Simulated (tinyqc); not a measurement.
Thin-film optics by transfer matrices: one step. Reflection and transmission. Two cases, with inputs chosen for the exercise.

Task: Close the stack on the substrate.

Indices N = n + i k. Snell: N0 sin(theta) = N_j sin(theta_j), with Im(N_j cos theta_j) >= 0. Admittance y_j = N_j cos theta_j for s and N_j/cos theta_j for p. Phase delta_j = 2 pi N_j cos theta_j d_j/lambda. Layer matrix [[cos delta, -i sin delta/y], [-i y sin delta, cos delta]], multiplied from the top down to M. (B, C) = M (1, y_sub); r = (y0 B - C)/(y0 B + C), R = |r|^2, T = 4 Re y0 Re y_sub/|y0 B + C|^2, absorbed in the films 1 - R - T.

Case 1.

M:
```
                     1                    2
1  -1.001424+0.035783i  -0.190507+0.205627i
2  -0.389018+0.188824i  -1.036626+0.078759i
```

y_j: ambient 0.342020, film 1 1.462081+0.014265i, film 2 1.184534, substrate 1.528835+3.623987i

Case 2.

M:
```
            1           2
1    0.997465  -0.060754i
2  -0.083352i    0.997465
```

y_j: ambient 0.422618, film 1 1.171310, substrate 3.329113+2.986546i

Give: B, C; r; R; T into the substrate; absorbed in the films.

Result:

Case 1.

B, C: -2.0379-0.3402i  -2.2593-3.4475i

r = -0.7691-0.1996i
R = 0.6314
T into the substrate = 0.0976
absorbed in the films = 0.2711

The bare substrate would reflect 0.8743.

Case 2.

B, C: 1.1789-0.2023i  3.3207+2.8956i

r = -0.8521-0.1536i
R = 0.7497
T into the substrate = 0.2503
absorbed in the films = 0.0000

The bare substrate would reflect 0.7553.

Computed by tinyqc, one run a case: `OMP_NUM_THREADS=1 python tinyqc.py N N+1 out.jsonl` with N = 1651604, 1651611; one thread of a shared Intel(R) Xeon(R) Processor @ 2.30GHz, about 0.02 s a run at most.
